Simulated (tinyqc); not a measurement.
Tunnelling through a thin dielectric with one trap, as a tight-binding chain: sweeps and comparisons. A value that a table varies takes the place of the one given here.

Hopping -t everywhere, t = c/(m a^2), c = hbar^2/2m0; lead sites at 2t (band bottom 0), barrier sites 1 to N at 2t + phi, and site j has U besides. No voltage. Leads give S = -t exp(ika) on sites 1 and N, cos(ka) = 1 - E/(2t). T = (2 t sin(ka))^2 |G_1N|^2, G = (E - H - S)^-1. In the barrier cosh(q a) = 1 + (phi - E)/(2t).

Resonance: the lowest eigenvalue of H + S(E), iterated until its real part equals E (40 rounds from Eb = phi + 2t - sqrt(4t^2 + U^2), the level in an endless barrier). With v the normalised squared amplitudes of that state, Gamma_L = 2 t sin(ka) v_1, Gamma_R = 2 t sin(ka) v_N; Breit-Wigner T = Gamma_L Gamma_R/((E - Er)^2 + (Gamma_L + Gamma_R)^2/4).

Constants: hbar^2/2m0 = 3.80998211 eV angstrom^2.

Values chosen for the exercise (barrier and mass of the size used for SiO2 on silicon; the results hold for these values, not for the real material): a = 2 angstrom (site spacing); m = 0.46 m0 (mass, the same in leads and barrier); phi = 2.9 eV (conduction edge of the barrier above that of the leads); N = 10 (barrier sites); j = 6 (site of the trap); U = -4.6 eV (extra energy on the trap site); E = 0.85 eV (electron energy).

## Transmission around the level

Er = 0.85157 eV

widths (meV): left 0.17538, right 1.1904

Energies Er + x (Gamma_L + Gamma_R).

T:

| x | E (eV) | chain | Breit-Wigner | no trap |
|---|---|---|---|---|
| -8.0 | 0.8406 | 0.00167 | 0.00174 | 1.70e-08 |
| -3.0 | 0.8475 | 0.0119 | 0.0121 | 1.75e-08 |
| -1.0 | 0.8502 | 0.0891 | 0.0895 | 1.78e-08 |
| -0.5 | 0.8509 | 0.223 | 0.224 | 1.78e-08 |
| 0.0 | 0.8516 | 0.448 | 0.448 | 1.79e-08 |
| 0.5 | 0.8523 | 0.225 | 0.224 | 1.79e-08 |
| 1.0 | 0.8529 | 0.0901 | 0.0895 | 1.80e-08 |
| 3.0 | 0.8557 | 0.0123 | 0.0121 | 1.82e-08 |
| 8.0 | 0.8625 | 0.00182 | 0.00174 | 1.88e-08 |

How do the results move?

At Er the chain gives 0.448, 2.51e+07 times the value without trap, and Breit-Wigner 0.448. In the wings the single pole gives 1.04 times the chain value at x = -8 and 0.956 times at x = 8, because the widths and the level shift change with energy.

## Where a trap does most harm

The trap is moved through the barrier. The area under the resonance, 2 pi Gamma_L Gamma_R/(Gamma_L + Gamma_R), sets the current through it.

Against position:

| j | Er (eV) | Gamma_L (meV) | Gamma_R (meV) | peak | area (meV) |
|---|---|---|---|---|---|
| 3 | 0.8432 | 54.1 | 0.00370 | 0.000274 | 0.0233 |
| 4 | 0.8506 | 8.06 | 0.0258 | 0.0127 | 0.161 |
| 5 | 0.8516 | 1.19 | 0.175 | 0.448 | 0.960 |
| 6 | 0.8516 | 0.175 | 1.19 | 0.448 | 0.960 |
| 7 | 0.8506 | 0.0258 | 8.06 | 0.0127 | 0.161 |
| 8 | 0.8432 | 0.00370 | 54.1 | 0.000274 | 0.0233 |

What can be read from the table?

The area is largest at j = 5 and 6 (0.960 meV) and 41.3 times smaller at j = 3: the slower of the two steps limits the current, so traps in the middle carry most. Each site towards a lead multiplies its width by about 6.79, close to exp(2 q a) = 6.79 at Eb.

## Direct against trap-assisted paths

N odd, the trap in the middle, j = (N + 1)/2. Direct T is that without trap at the energy Er; area = 2 pi Gamma_L Gamma_R/(Gamma_L + Gamma_R). The exponents are the slopes of the logarithms between the last two rows, per angstrom.

Against thickness:

| N | N a (angstrom) | Er (eV) | direct T | area (meV) |
|---|---|---|---|---|
| 5 | 10.0 | 0.8333 | 0.000245 | 168 |
| 7 | 14.0 | 0.8494 | 5.55e-06 | 25.3 |
| 9 | 18.0 | 0.8514 | 1.21e-07 | 3.74 |
| 11 | 22.0 | 0.8517 | 2.63e-09 | 0.551 |
| 13 | 26.0 | 0.8518 | 5.72e-11 | 0.0812 |
| 15 | 30.0 | 0.8518 | 1.24e-12 | 0.0120 |
| 17 | 34.0 | 0.8518 | 2.69e-14 | 0.00176 |

exponents (1/angstrom): direct 0.9576, through the trap 0.4788

What does this show, and why?

The direct path falls as exp(-0.958 d) and the path through a central trap as exp(-0.479 d), 2.00 times more slowly, since each step crosses half the layer. From 5 to 17 sites the first loses 10.0 decades and the second 5.0: in thicker layers even few traps rule the leakage. Inelastic capture with phonons is left out.

## What each parameter does

Resonance and log10 T at E. Each row changes one parameter from the base and keeps the others.

Results:

| case | Er (eV) | Gamma_L (meV) | Gamma_R (meV) | log10 T |
|---|---|---|---|---|
| base | 0.8516 | 0.1754 | 1.190 | -1.149 |
| m = 0.423 m0 | 0.9658 | 0.3365 | 2.021 | -4.491 |
| phi = 3 eV | 0.9516 | 0.1780 | 1.208 | -4.857 |
| N = 11 | 0.8517 | 0.1755 | 0.1755 | -1.985 |
| j = 5 | 0.8516 | 1.190 | 0.1754 | -1.149 |
| U = -4.462 eV | 0.9535 | 0.2190 | 1.421 | -4.718 |

What does this show?

The largest shifts from the base row, up to three for each result and ties (the steps differ in size, so this ranks the rows, not the parameters). Er (eV): m +0.1142, U +0.1019, phi +0.1000; unchanged at the printed digits by j. Gamma_L (meV): j +1.02, m +0.161, U +0.0437. Gamma_R (meV): j -1.02, N -1.01, m +0.831. log10 T: phi -3.708, U -3.569, m -3.343; unchanged at the printed digits by j.

(tinyqc, `OMP_NUM_THREADS=1 python tinyqc.py 1450472 1450473 out.jsonl`, Intel(R) Xeon(R) Processor @ 2.30GHz, 1 thread, shared host, about 0.1 s.)
